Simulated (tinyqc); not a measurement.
MOSFET in saturation, small-signal circuit and noise: two steps of the calculation.

Bias by the inversion coefficient IC = I/Ispec (charge-based model with velocity saturation; weak inversion below 0.1, strong above 10). Common-source circuit: gm, gds, Cgs, Cgd and Cj at the inner nodes, Rg in series with the gate; quasi-static, no source or drain resistance, no gate-body capacitance, no substrate network, no induced gate noise, so fmax is an upper estimate.

Values chosen for this exercise: temperature T = 325 K; gate length L = 180 nm; total gate width W = 20 um; gate capacitance Cox = 1.15 uF/cm^2; mobility mu = 140 cm^2/(V s); slope factor n = 1.26; velocity-saturation length Ls = 10 nm; ratio gds/gm sg = 0.013; overlap and fringe capacitance per side Cov = 0.22 fF/um; drain junction capacitance Cj = 0.39 fF/um; sheet resistance of the gate Rsh = 10 ohm; finger width Wf = 2 um; gate contact and vertical resistance Rc = 50 ohm um; inversion coefficient IC = 0.073.

Constants: q = 1.602176634e-19 C, kB = 1.380649e-23 J/K, Vt = kB T/q. Results are converted to the units shown.

Question 1. Current, transconductance and gain. Ispec = 2 n mu Cox (W/L) Vt^2, lc = Ls/L, gms = [sqrt((lc IC + 1)^2 + 4 IC) - 1]/[2 + lc (lc IC + 1)], gm = gms Ispec/(n Vt), gds = sg gm.

Find: Ispec; I; gms; gm; gds; gm/I.

Answer 1.

Ispec = 35.359 uA
I = 2.5812 uA
gms = 0.068213
gm = 0.068350 mS
gds = 8.8855e-4 mS
gm/I = 26.480 1/V

Question 2. Capacitances, gate resistance and cut-off frequencies. qs = [sqrt(1 + 4 IC) - 1]/2, Cgs = Cox W L qs (2 qs + 3)/(3 (qs + 1)^2) + Cov W, Cgd = Cov W, Cd = Cj W, Rg = Rsh (Wf/L)/(12 Nf) + Rc/W with Nf = W/Wf fingers (not rounded) contacted at both ends. fT = gm/(2 pi (Cgs + Cgd)), fmax = fT/(2 sqrt(Rg (gds + 2 pi fT Cgd))).

gm = 0.068349910 mS
gds = 8.8854883e-4 mS

Wanted: Cgs; Cgd; Cd; Rg; fT; fmax.

Answer 2.

Cgs = 6.9915 fF
Cgd = 4.4000 fF
Cd = 7.8000 fF
Rg = 3.4259 ohm
fT = 0.95494 GHz
fmax = 49.382 GHz

Overlap and fringe make up 77.3 % of the gate capacitance; fmax is 51.7 times fT.

tinyqc, about 0.01 s, one thread, Intel Xeon 2.30GHz (shared host): `OMP_NUM_THREADS=1 python tinyqc.py 2150068 2150069 out.jsonl`
